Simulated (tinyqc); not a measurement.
Inside a calculation. Method: Hubbard chain of 5 sites. Computed by tinyqc, a small Python program that keeps every step. Settings: hopping = 1.68, U = 8.3, mixing = 1, iteration cap = 61. Command: `OMP_NUM_THREADS=1 python tinyqc.py 26224 26225 out.jsonl` (the two numbers bound the seeds that draw the settings). One thread of a shared host (Intel(R) Xeon(R) Processor @ 2.60GHz), about 0.2 s of CPU time with the checks. Later iterations appear only in the table of the cycle.

## Mean-field iteration 1

one-body matrix (hopping and site energies) (eV):
```
           1          2          3          4          5
1   0.000000  -1.680000   0.000000   0.000000   0.000000
2  -1.680000   0.000000  -1.680000   0.000000   0.000000
3   0.000000  -1.680000   0.000000  -1.680000   0.000000
4   0.000000   0.000000  -1.680000   0.000000  -1.680000
5   0.000000   0.000000   0.000000  -1.680000   0.000000
```

U = 8.300000 eV

electrons, up and down: 3  2

mixing = 1

n(up) at the start (a guess, not normalised): 1 1.000000, 2 0.150000, 3 1.000000, 4 0.150000, 5 1.000000

n(down) at the start (a guess): 1 0.000000, 2 0.850000, 3 0.000000, 4 0.850000, 5 0.000000

H(up) = T + U n(down), H(down) = T + U n(up); fill the lowest levels; n(new) = n + mixing (n(out) - n); E = tr T (rho up + rho down) + U sum n_up n_down of the output.

levels, up (eV): -1.045295  -0.379629  0.000000  7.434629  8.100295

levels, down (eV): 0.199705  0.865371  8.300000  8.679629  9.345295

energy = -2.633750 eV

n(up) after iteration 1: 1 0.956660, 2 0.081438, 3 0.923803, 4 0.081438, 5 0.956660

n(down) after iteration 1: 1 0.043340, 2 0.918562, 3 0.076197, 4 0.918562, 5 0.043340

## Mean-field iteration 2

As before.

levels, up (eV): -0.515788  -0.009990  0.465557  7.993774  8.666448

levels, down (eV): -0.366448  0.306226  7.834443  8.309990  8.815788

energy = -2.634855 eV

n(up) after iteration 2: 1 0.958779, 2 0.079974, 3 0.922494, 4 0.079974, 5 0.958779

n(down) after iteration 2: 1 0.041221, 2 0.920026, 3 0.077506, 4 0.920026, 5 0.041221

## Mean-field iteration 3

As before.

levels, up (eV): -0.516655  -0.026207  0.460881  8.004556  8.677424

levels, down (eV): -0.377424  0.295444  7.839119  8.326207  8.816655

energy = -2.634874 eV

n(up) after iteration 3: 1 0.959061, 2 0.079701, 3 0.922477, 4 0.079701, 5 0.959061

n(down) after iteration 3: 1 0.040939, 2 0.920299, 3 0.077523, 4 0.920299, 5 0.040939

## Convergence

Each step fills the lowest levels of T + U n(other spin) and sets n(new) = n + mixing (n(out) - n); stop when output and input agree to 1e-8.

Course of the cycle:
```
iteration       E (eV)  largest |n(out) - n(in)|  mean |n_up - n_down|
1          -2.63374991                  7.62e-02              0.869699
2          -2.63485462                  2.12e-03              0.872041
3          -2.63487399                  2.82e-04              0.872479
4          -2.63487453                  5.69e-05              0.872570
5          -2.63487455                  1.27e-05              0.872590
6          -2.63487456                  2.98e-06              0.872595
7          -2.63487456                  7.62e-07              0.872596
8          -2.63487456                  1.88e-07              0.872596
9          -2.63487456                  4.58e-08              0.872596
10         -2.63487456                  1.11e-08              0.872596
11         -2.63487456                  2.66e-09              0.872596
```

local moments n_up - n_down: 1 0.918225, 2 -0.840746, 3 0.845041, 4 -0.840746, 5 0.918225

Converged in 11 iterations. Before convergence this energy mixes input and output and is not variational, so it may rise towards its limit.

## Exact diagonalisation (100 states)

Lowest levels of the sector, and the double occupancy of the lowest state.

lowest levels (eV): -3.478426  -2.650042  -2.155521  -2.025536  -1.584692  -1.029322

double occupancy per site = 0.064574

The mean-field solution above lies 0.8436 eV above the exact energy.

## The lowest level by Lanczos steps

From a random start vector (not printed): a_j = <q_j|H|q_j>, b_j = norm of the remainder after orthogonalising; the Ritz value is the lowest eigenvalue of the tridiagonal matrix of a and b so far.

Lanczos:
```
j    a_j (eV)  b_j (eV)  lowest Ritz value (eV)
1    6.820357  6.427593              6.82035694
2    7.905661  7.403489              0.91255015
3    8.232025  6.820993             -2.06601120
4   10.794233  5.532996             -3.10988614
5   10.345694  6.039541             -3.33064484
6    9.681603  7.180582             -3.39843464
7    8.610268  5.701913             -3.44715079
8   11.900702  5.283085             -3.46753316
9    9.124928  6.478814             -3.47271128
10   8.465677  7.172304             -3.47548952
```
